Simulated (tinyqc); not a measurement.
Small-signal admittance of a forward-biased p+-n diode: two steps of the calculation.

Holes injected into a neutral base of width wb with an ohmic contact at its end; low injection, p0 far above the equilibrium density. A small voltage v exp(i w t), w = 2 pi f, modulates the edge density by p0 v/Vt, and the small-signal density obeys Dp d2p/dx2 = (1/tau + i w) p.

Inputs (values chosen for the exercise); permittivity close to that of silicon: temperature T = 300 K; relative permittivity eps_r = 11.7; donor density of the base Nd = 1.5e16 cm^-3; hole diffusion coefficient Dp = 8.6 cm^2/s; hole lifetime tau = 2e-7 s; width of the neutral base wb = 2.4 um; excess hole density at the junction edge p0 = 2.6e14 cm^-3; acceptor density of the p+ side Na = 3e19 cm^-3; signal frequency f = 4.5e7 Hz.

Constants: q = 1.602176634e-19 C, kB = 1.380649e-23 J/K, Vt = kB T/q, eps0 = 8.8541878128e-14 F/cm where lengths are in cm. Results are converted to the units shown.

Problem 1. Closed-form admittance. L = sqrt(Dp tau); direct current J = (q Dp p0/L) coth(wb/L); k = sqrt(1 + i w tau)/L; diffusion admittance Y = (q Dp p0/Vt) k coth(k wb) = G + i w C_diff; junction capacitance C_j = sqrt(q eps0 eps_r Nd/(2 Vr)) in the depletion approximation, with the remaining barrier Vr = Vt ln(Na/p0), a rough value under forward bias; base-width modulation is left out.

Wanted: L; J; k wb; Y; C_diff; C_j.

Solution 1.

L = 13.115 um
J = 1.5093 A/cm^2
k wb = 0.98171+0.96450i
Y = 62.792+35.495i S/cm^2
C_diff = 0.12554 uF/cm^2
C_j = 0.064273 uF/cm^2

G is 1.08 times its low-frequency value J/Vt, and C_diff is 1.95 times C_j.

Problem 2. The same by finite differences. 7 equal intervals, h = wb/7; u = small-signal density over its edge value, u_0 = 1, u_7 = 0; u_(i-1) + b u_i + u_(i+1) = 0 with b = -2 - h^2 (1/tau + i w)/Dp; Y = (q Dp p0/(Vt h)) (-b/2 - u_1), which includes the half box at the edge.

Wanted: b; u; Y on the mesh.

Solution 2.

b = -2.001-0.039i
u, node 1 to 6: 0.8453-0.0694i  0.6938-0.1062i  0.5469-0.1163i  0.4049-0.1053i  0.2672-0.0788i  0.1327-0.0419i
Y on the mesh = 62.68+35.87i S/cm^2

Computed by the program tinyqc: `OMP_NUM_THREADS=1 python tinyqc.py 2890102 2890103 out.jsonl`, one thread of a shared Intel Xeon 2.30GHz, about 0.01 s for the whole run.
